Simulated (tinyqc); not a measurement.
Stretching all distances: RHF, UHF, MP2, CISD and CCSD against full CI in the 3-21g basis, for HeH+, spin multiplicity 1. Computed by the program tinyqc with PySCF. 

Geometry (angstrom):

| atom | x | y | z |
|---|---|---|---|
| He | 0.0000 | 0.0000 | 0.0000 |
| H | 0.0000 | 0.0000 | 0.7570 |

All coordinates are multiplied by the scale. c0^2 is the weight of the RHF determinant in the lowest singlet FCI state (UHF is spin-contaminated and may lie near states of higher spin) and n(LUMO) the first natural occupation beyond the occupied space.

Full CI energy (hartree) and errors against it (kcal/mol):

| scale | distance 1-2 (angstrom) | E(FCI) | RHF | UHF | MP2 | CISD | CCSD | <S^2> UHF | c0^2 | n(LUMO) |
|---|---|---|---|---|---|---|---|---|---|---|
| 0.950 | 0.719 | -2.90849 | 14.731 | 14.731 | 3.478 | 0.000 | 0.000 | 0.000 | 0.993 | 0.012 |
| 1.160 | 0.878 | -2.90774 | 14.528 | 14.528 | 3.524 | 0.000 | 0.000 | 0.000 | 0.992 | 0.014 |
| 1.360 | 1.030 | -2.89673 | 13.766 | 13.766 | 3.367 | 0.000 | 0.000 | 0.000 | 0.992 | 0.014 |
| 1.570 | 1.188 | -2.88456 | 12.755 | 12.755 | 3.098 | 0.000 | 0.000 | 0.000 | 0.993 | 0.013 |
| 1.780 | 1.347 | -2.87433 | 11.781 | 11.781 | 2.821 | 0.000 | 0.000 | 0.000 | 0.994 | 0.011 |
| 1.990 | 1.506 | -2.86656 | 10.986 | 10.986 | 2.595 | 0.000 | 0.000 | 0.000 | 0.995 | 0.010 |
| 2.190 | 1.658 | -2.86123 | 10.429 | 10.429 | 2.441 | 0.000 | 0.000 | 0.000 | 0.995 | 0.008 |
| 2.400 | 1.817 | -2.85738 | 10.028 | 10.028 | 2.332 | 0.000 | 0.000 | 0.000 | 0.996 | 0.008 |
| 2.610 | 1.976 | -2.85486 | 9.768 | 9.768 | 2.260 | 0.000 | 0.000 | 0.000 | 0.996 | 0.007 |

UHF stays equal to RHF over this range. The weight c0^2 goes from 0.99 to 1.00 and n(LUMO) from 0.01 to 0.01: one determinant still serves, as it does when a bond breaks into closed-shell fragments or is not yet far stretched. The spread of the error along the curve, which distorts its shape, is CISD 0.0, CCSD 0.0, MP2 1.3, RHF 5.0, UHF 5.0 kcal/mol. With two electrons CISD and CCSD are exact.
